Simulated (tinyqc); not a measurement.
Keating valence-force model of a tetrahedral crystal: one step, computed by the program tinyqc. Command: `OMP_NUM_THREADS=1 python tinyqc.py 3029863 3029864 out.jsonl keating walk`. One thread of a shared host (Intel(R) Xeon(R) Processor @ 2.30GHz), about 0.03 s of CPU time with the checks.

Atom A sits at 0 and atom B at a/4 (1,1,1) of an fcc lattice; the four bonds from A are t = a/4 (1,1,1), a/4 (1,-1,-1), a/4 (-1,1,-1), a/4 (-1,-1,1), of length d = sqrt(3) a/4. Energy: E = (3 alpha/(8 d^2)) sum over bonds (r.r - d^2)^2 + (3 beta/(8 d^2)) sum over pairs of bonds at one atom (r_i.r_j + d^2/3)^2; both atoms have the mass M. The cell holds two atoms, Omega = a^3/4. 1 N/m = 1 J/m^2.

Task: Frequencies at the zone boundary. With displacements u exp(i q.r), each bracket changes by g.u, where g = (g_A, g_B): bond t, g = (-2 t, 2 t exp(i q.t)); pair (i, j) at A, g = (-(t_i + t_j), t_i exp(i q.t_j) + t_j exp(i q.t_i)); pair at B, g = (-t_i exp(-i q.t_j) - t_j exp(-i q.t_i), t_i + t_j). Then D_mn = sum over the 4 bonds and 12 pairs of (4 k/a^2) conj(g_m) g_n / sqrt(M_m M_n), with k = alpha or beta converted to eV/angstrom^2. An eigenvalue lambda of D in eV/(angstrom^2 u) gives nu = 15.6333042 THz x sqrt(lambda).

Inputs (values chosen for the exercise, for a model crystal): atomic mass M = 18.8 u; bond stretching alpha = 32.1 N/m; bond bending beta = 6.44 N/m.

Structure: diamond.

Constants: nu for 1 eV/(angstrom^2 u) = 15.6333042 THz; 1 eV/angstrom^2 = 16.02176634 J/m^2.

Give: Frequencies (THz) at points given in 2 pi/a.

Result:

Frequencies (THz) at points given in 2 pi/a:
```
point               nu 1   nu 2   nu 3   nu 4   nu 5   nu 6
X (1, 0, 0)        6.466  6.466  12.08  12.08  14.43  14.43
L (0.5, 0.5, 0.5)  4.572  4.572  10.96  12.71  15.14  15.14
W (1, 0.5, 0)      7.183  7.183  11.18  11.18  14.81  14.81
K (0.75, 0.75, 0)  5.973  7.760  10.90  11.80  14.65  14.93
```

At X the two longitudinal modes are degenerate (12.08 THz), as the diamond symmetry demands.
